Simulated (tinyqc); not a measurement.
# CMOS inverter, nodal equation and switching: what changes with what

An n-channel pull-down (bn, VTn) and a p-channel pull-up (bp, VTp) share the input Vin and the output node Vout, which carries the load C. Transistor (EKV form, voltages against the body): I = 2 n b Vt^2 [F(vp - Vs) - F(vp - Vd)] from drain to source, F(v) = ln^2(1 + exp(v/(2 Vt))), vp = (Vg - VT + sg |Vd - Vs|)/n. n-channel bodies are at 0; for the p-channel device all voltages are counted down from Vdd. b in uA/V^2 gives I in uA. Static: In = Ip. Transient: C dVout/dt = Ip - In. No velocity saturation, no gate capacitance beyond C.

Parameters, values chosen for the exercise:
- T = 400 K (temperature)
- Vdd = 0.6 V (supply voltage)
- n = 1.19 (slope factor)
- sg = 0.029 (drain-induced barrier lowering)
- VTn = 0.32 V (n-channel threshold)
- VTp = 0.44 V (p-channel threshold (magnitude))
- bn = 680 uA/V^2 (gain factor of the pull-down transistor)
- bp = 200 uA/V^2 (gain factor of the pull-up transistor)
- C = 0.24 fF (load capacitance)

Constants: q = 1.602176634e-19 C, kB = 1.380649e-23 J/K, Vt = kB T/q. Results are converted to the units shown.

Each table varies one quantity; the others keep the values above.

## Effect of the gain factor of the pull-up transistor

VM solves In = Ip with Vin = Vout; VIL and VIH are the inputs of gain -1, NML = VIL - Vout(VIH), NMH = Vout(VIL) - VIH. For a step input the delay to Vdd/2 is tHL = C times the integral of dV/(In - Ip) from Vdd/2 to Vdd at Vin = Vdd, and tLH likewise with Ip - In from 0 to Vdd/2 at Vin = 0.

Effect of the gain factor of the pull-up transistor:
```
bp (uA/V^2),VM (V),gain at VM,NML (V),NMH (V),tHL (ps),tLH (ps)
140,0.2043,-31.87,0.1495,0.3465,2.894,36.81
210,0.2140,-32.42,0.1596,0.3368,2.894,24.54
320,0.2239,-32.86,0.1700,0.3266,2.894,16.10
490,0.2340,-33.21,0.1804,0.3163,2.894,10.51
750,0.2440,-33.47,0.1908,0.3060,2.894,6.869
1200,0.2551,-33.69,0.2022,0.2945,2.894,4.293
1800,0.2647,-33.82,0.2119,0.2846,2.894,2.862
2700,0.2743,-33.92,0.2217,0.2745,2.894,1.908
```

What does the table show?

As bp goes from 140 to 2700 uA/V^2, VM rises from 0.204 to 0.274 V, the size of the gain rises from 31.9 to 33.9, tHL stays near 2.89 ps and tLH falls from 36.8 to 1.91 ps. The smaller margin is largest, 0.222 V, at bp = 2700 uA/V^2 among the rows. A stronger pull-up raises VM and trades low-side against high-side margin.

## Effect of the n-channel threshold

Same model as above.

Effect of the n-channel threshold:
```
VTn (V),VM (V),gain at VM,NML (V),NMH (V),tHL (ps),tLH (ps)
0.15,0.1252,-15.28,0.05683,0.4200,1.190,26.15
0.2,0.1510,-22.71,0.08797,0.3960,1.485,25.88
0.25,0.1769,-28.37,0.1180,0.3719,1.909,25.80
0.3,0.2026,-31.59,0.1470,0.3477,2.548,25.77
0.35,0.2280,-33.15,0.1752,0.3233,3.557,25.76
0.4,0.2533,-33.84,0.2027,0.2988,5.261,25.76
0.45,0.2783,-34.13,0.2296,0.2742,8.369,25.76
0.5,0.3031,-34.19,0.2560,0.2496,14.59,25.76
```

What does the comparison show?

As VTn goes from 0.15 to 0.5 V, VM rises from 0.125 to 0.303 V, the size of the gain rises from 15.3 to 34.2, tHL rises from 1.19 to 14.6 ps and tLH falls from 26.2 to 25.8 ps. The smaller margin is largest, 0.250 V, at VTn = 0.5 V among the rows.

## Effect of the supply voltage

Same model as above.

Effect of the supply voltage:
```
Vdd (V),VM (V),gain at VM,NML (V),NMH (V),tHL (ps),tLH (ps)
0.3,0.06953,-7.895,0.02269,0.1944,49.88,2059
0.4,0.1167,-18.95,0.06954,0.2426,13.27,315.2
0.5,0.1649,-28.26,0.1151,0.2905,5.338,71.92
0.6,0.2128,-32.36,0.1584,0.3379,2.894,25.76
0.8,0.3046,-34.18,0.2338,0.4314,1.360,7.991
1,0.3891,-34.40,0.2881,0.5248,0.8559,4.222
1.2,0.4670,-34.45,0.3222,0.6216,0.6173,2.777
```

As Vdd goes from 0.3 to 1.2 V, VM rises from 0.0695 to 0.467 V, the size of the gain rises from 7.89 to 34.5, tHL falls from 49.9 to 0.617 ps and tLH falls from 2060 to 2.78 ps. The smaller margin is largest, 0.322 V, at Vdd = 1.2 V among the rows. For Vdd = 1 to 1.2 V the overdrive passes 0.5 V, where velocity saturation, left out here, would lengthen the delays of short devices. For Vdd = 0.3 to 0.4 V the supply is below a threshold, where mismatch, left out here, dominates margins and delay.

Computed by the program tinyqc: `OMP_NUM_THREADS=1 python tinyqc.py 2340127 2340128 out.jsonl`, one thread of a shared Intel Xeon 2.30GHz, about 0.06 s for the whole run.
